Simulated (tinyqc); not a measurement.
# Bandgap voltage reference from two bipolar transistors: effect of the temperature coefficient of both resistors

Two transistors of area 1 and N carry the same current I. Is(T) = Is (T/T0)^eta exp[(Vg0 q/kB)(1/T0 - 1/T)], VBE1 = Vt ln(I/Is(T)) + I rb, VBE2 = Vt ln(I/(N Is(T))) + I rb/N. The amplifier forces I R1(T) = VBE1 - VBE2 + Vos, with R(T) = R (1 + tc (T - T0)) for both resistors, and the output is Vref = VBE1 + I R2(T). Base currents and the Early effect are neglected.

Vt = kB T/q; I = (Vt ln N + Vos)/(R1(T) - rb (1 - 1/N)). Box coefficient: span of Vref between 233 and 398 K over its average over T and over 165 K. The last column is the R2 that gives zero slope at T0.

Inputs (values chosen for the exercise); values of the order met in silicon bipolar transistors:

| symbol | value | unit | meaning |
|---|---|---|---|
| T0 | 298 | K | reference temperature |
| Vg0 | 1.195 | V | band-gap voltage extrapolated to 0 K |
| eta | 3.2 |  | temperature exponent of the saturation current |
| Is | 6.1e-18 | A | saturation current of the unit transistor at T0 |
| N | 10 |  | area ratio of the second transistor |
| R1 | 5.1 | kohm | resistor across which the difference of VBE falls, at T0 |
| Vos | 0 | mV | offset of the amplifier |
| rb | 17 | ohm | series resistance of the unit transistor |
| R2 | 46.52 | kohm | output resistor at T0 |

Constants: q = 1.602176634e-19 C, kB = 1.380649e-23 J/K. Results are converted to the units shown.

Effect of the temperature coefficient of both resistors:

| tc (ppm/K) | I at T0 (uA) | Vref at T0 (V) | slope at T0 (uV/K) | box coefficient (ppm/K) | R2 for zero slope (kohm) |
|---|---|---|---|---|---|
| -2000 | 11.63 | 1.267 | 108.2 | 87.12 | 43.75 |
| -1000 | 11.63 | 1.267 | 80.62 | 60.12 | 44.46 |
| 0 | 11.63 | 1.267 | 53.03 | 35.06 | 45.16 |
| 1000 | 11.63 | 1.267 | 25.45 | 18.52 | 45.87 |
| 2000 | 11.63 | 1.267 | -2.134 | 20.35 | 46.57 |
| 3000 | 11.63 | 1.267 | -29.72 | 36.47 | 47.28 |

As tc goes from -2000 to 3000, Vref stays at 1.267 V and the box coefficient goes from 87.1 through a minimum of 18.5 (at tc = 1000 among the rows listed) to 36.5 ppm/K.

Computed by the program tinyqc: `OMP_NUM_THREADS=1 python tinyqc.py 2062188 2062189 out.jsonl`, one thread of a shared Intel Xeon 2.30GHz, about 0.03 s for the whole run.
